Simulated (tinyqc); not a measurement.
Schottky barrier with interface states (Cowley-Sze model), image lowering and contact resistance. From depletion width W back to donor density N. Computed by tinyqc, a small Python program. Command: `OMP_NUM_THREADS=1 python tinyqc.py 3025226 3025227 out.jsonl pinning inv`. One thread of a shared host (Intel(R) Xeon(R) Processor @ 2.30GHz), about 0.03 s of CPU time with the checks.

An n-type semiconductor under a metal. The barrier lies between the Schottky-Mott limit phi_M - chi and the Bardeen limit E_g - E_n, E_n being the neutrality level of the interface states; the space-charge term of the full Cowley-Sze expression is left out.

Inputs (values chosen for the exercise, with gap, mass and screening modelled on GaSb):

| quantity | value | unit |
|---|---|---|
| gap E_g | 0.721 | eV |
| electron affinity chi | 3.99 | eV |
| metal work function phi_M | 4.23 | eV |
| neutrality level E_n above the valence band | 0.294 | eV |
| optical dielectric constant eps_opt | 14.4 | - |
| dielectric constant eps_s | 16.2 | - |
| electron mass m_e | 0.0395 | m_0 |
| valleys M_c | 1 | - |
| temperature T | 425 | K |
| reverse bias V_r | 1.8 | V |

Pinning factor from: Moench relation.

Constants: k_B = 8.617333262e-05 eV/K; m_0 = 9.1093837015e-31 kg; k_B = 1.380649e-23 J/K; h = 6.62607015e-34 J s; eps_0 = 8.8541878128e-12 F/m; e = 1.602176634e-19 C.

Method:
- S = 1/(1 + 0.1 (eps_opt - 1)^2), an empirical relation for metal-induced gap states.
- phi_B = S (phi_M - chi) + (1 - S)(E_g - E_n); the hole barrier is E_g - phi_B.
- N_c = 2 M_c (2 pi m_e k_B T/h^2)^(3/2); xi = E_c - E_F solves N = N_c F_1/2(-xi/k_B T) (bisection; full ionisation).
- F_1/2(eta) = (2/sqrt(pi)) int_0^infinity sqrt(x)/(1 + exp(x - eta)) dx, by the trapezoid rule in t = sqrt(x) with step 0.02 up to t = 12 (for eta < -12 by exp(eta) - exp(2 eta)/2^(3/2)).
- V_bi = phi_B - xi; W = sqrt(2 eps_s eps_0 (V_bi + V_r - k_B T/e)/(e N)); field at the metal E_m = e N W/(eps_s eps_0); image lowering sqrt(e E_m/(4 pi eps_s eps_0)).

Question. A run gave the result below. Find the donor density N, known to lie between 2.1e+16 and 3.9e+16 cm^-3.

depletion width W = 401.7232 nm

Answer.

Each step takes the trial c = (a f_b - b f_a)/(f_b - f_a), f being the result less the target and a, b, c the logarithms of the listed values; c replaces end b, the old b replaces a if the sign of f changed, and otherwise f_a is halved.

Scan of the range:

| donor density N (cm^-3) | depletion width W (nm) |
|---|---|
| 2.10e+16 | 421.148 |
| 2.33e+16 | 400.196 |
| 2.58e+16 | 380.662 |
| 2.86e+16 | 361.885 |
| 3.17e+16 | 344.054 |
| 3.52e+16 | 326.811 |
| 3.90e+16 | 310.770 |

False position (Illinois rule, in the logarithm of the input) inside the bracket:

| step | end a | end b | trial | depletion width W (nm) |
|---|---|---|---|---|
| 1 | 2.10000e+16 | 2.33000e+16 | 2.31242e+16 | 401.687 |
| 2 | 2.10000e+16 | 2.31242e+16 | 2.31160e+16 | 401.757 |
| 3 | 2.31242e+16 | 2.31160e+16 | 2.31200e+16 | 401.723 |
| 4 | 2.31160e+16 | 2.31200e+16 | 2.31200e+16 | 401.723 |

Depletion width W falls at every point of a 13-point scan of the range (every second point is shown), so one value fits; it is bracketed by 2.10e16 and 2.33e16. Answer: donor density N = 2.312e16 cm^-3.
